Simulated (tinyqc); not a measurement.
Finite-size error of a charged defect in a periodic cell: Madelung and Makov-Payne terms: one step, computed by the program tinyqc.

L is the cube root of the cell volume. The defect charge is a Gaussian, rho(r) = q (2 pi sigma^2)^(-3/2) exp(-r^2/2 sigma^2), repeated periodically in a uniform neutralising background and screened by a continuum. The model cell energy is E(L) = E_0 + [periodic - isolated electrostatic energy].

Problem. Madelung energy. Ewald sum for a unit point charge: scale each Cartesian component of the cell by 1/sqrt(eps_i), giving R', G' and V'; E = [ (1/2) sum erfc(eta R')/R' + (2 pi/V') sum exp(-G'^2/4 eta^2)/G'^2 - eta/sqrt(pi) - pi/(2 V' eta^2) ] e^2/(4 pi eps_0) / sqrt(eps_x eps_y eps_z), over n_i = -6..6, omitting n = (0,0,0), eta = 2/V'^(1/3). alpha = -2 E eps_g L/(e^2/(4 pi eps_0)), eps_g = (eps_x eps_y eps_z)^(1/3).

Inputs (values chosen for the exercise, for a model uniaxial host):

| quantity | value | unit |
|---|---|---|
| charge q | -3 | e |
| cell length L | 15.8 | angstrom |
| dielectric constant eps_xy | 8.8 | - |
| dielectric constant eps_z | 4.83 | - |

Supercell lattice: tetragonal. Screening: uniaxial.

cell vectors (rows) (angstrom):
```
          1         2         3
1  14.78667   0.00000   0.00000
2   0.00000  14.78667   0.00000
3   0.00000   0.00000  18.03974
```

Constants: e^2/(4 pi eps_0) = 14.39964548 eV angstrom.

Give: terms for a unit charge; Madelung constant alpha; point-charge correction -q^2 E.

Solution.

terms for a unit charge (eV): real space 0.0051, reciprocal 0.0248, self -0.1427, background -0.0497

Madelung constant alpha = 2.569

point-charge correction -q^2 E = 1.462 eV

Cubic cells have alpha = 2.837 (sc) to 2.888 (fcc, bcc); this cell, as seen through the screening, is so far from compact that alpha drops well below.
